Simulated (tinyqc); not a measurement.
Potential-pH (Pourbaix) lines of a metal, its cation, its oxide and an oxyanion, with a complexing ligand: one step, computed by the program tinyqc.

Potentials are against the standard hydrogen electrode; solids and water have unit activity; dG_f of M, H+ and the electron is zero; F = e N_A and s = R T ln(10)/F. The cation carries z = 2.

Problem. A complexing ligand. M2+ + 2e = M; MO + 2H+ + 2e = M + H2O; MO2(2-) + 4H+ + 2e = M + 2H2O. For each, E0 = -dG/(z F), and E = E0 + (s/z) log10 a - (s n_H/z) pH, with no activity term for the oxide. The free ligand is c_L/(1 + 10^(pKa - pH)) (ligand in excess); dissolved metal is a in all, so the free cation is a/alpha, alpha = 1 + beta [L]; the cation line drops by (s/z) log10 alpha.

Inputs (values chosen for the exercise, modelled on nickel): temperature T = 298.15 K; log10 of the dissolved activity a = -6; pH = 7.5; log10 of the stability constant beta of ML = 6.2; pKa of HL = 7.1; total ligand c_L = 0.0051 mol/L.

Species: M, M2+, MO, MO2(2-).

E0 (V): cation -0.231797, oxide 0.134062, oxyanion 1.005904

s = 0.05915935 V

Give: free ligand; log10 alpha; cation line with ligand; that line less the oxide line.

Solution.

free ligand = 0.0036478 mol/L

log10 alpha = 3.7621

cation line with ligand = -0.52056 V

that line less the oxide line = -0.21092 V
